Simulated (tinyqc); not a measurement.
Brillouin zone and empty-lattice bands of the bcc structure: one step. Empty-lattice levels at Gamma, P and H.

Primitive vectors a (-1/2,1/2,1/2), a (1/2,-1/2,1/2), a (1/2,1/2,-1/2); one atom. Reciprocal vectors obey a_i.b_j = 2 pi delta_ij; k is given in units of 2 pi/a. Empty-lattice levels are c0 (2 pi/a)^2 |k + G|^2, c0 = hbar^2/2m0. Points: H = (1, 0, 0), N = (0.5, 0.5, 0), P = (0.5, 0.5, 0.5).

Constants: hbar^2/2m0 = 3.80998211 eV angstrom^2.

Values chosen for the exercise (out of a larger set: lattice near that of W; not measured data): a = 3.171 angstrom (lattice constant).

Problem. Give the five lowest values of |k + G|^2 with their degeneracy (spin not counted).

Give: a table of point, |k + G|^2, degeneracy, E (eV).

Solution.

Levels:
```
point  |k + G|^2  degeneracy   E (eV)
Gamma     0.0000           1    0.000
Gamma     2.0000          12   29.917
Gamma     4.0000           6   59.834
Gamma     6.0000          24   89.751
Gamma     8.0000          12  119.669
P         0.7500           4   11.219
P         2.7500          12   41.136
P         4.7500          12   71.053
P         6.7500          16  100.970
P         8.7500          24  130.888
H         1.0000           6   14.959
H         3.0000           8   44.876
H         5.0000          24   74.793
H         9.0000          30  134.627
H        11.0000          24  164.544
```

The lowest level is 4-fold at P and 6-fold at H: as many zones meet there, and these are the lowest sets at these points on which a weak potential acts.

tinyqc: `OMP_NUM_THREADS=1 python tinyqc.py 1881143 1881144 out.jsonl`; about 0.01 s, one thread, shared Intel(R) Xeon(R) Processor @ 2.30GHz.
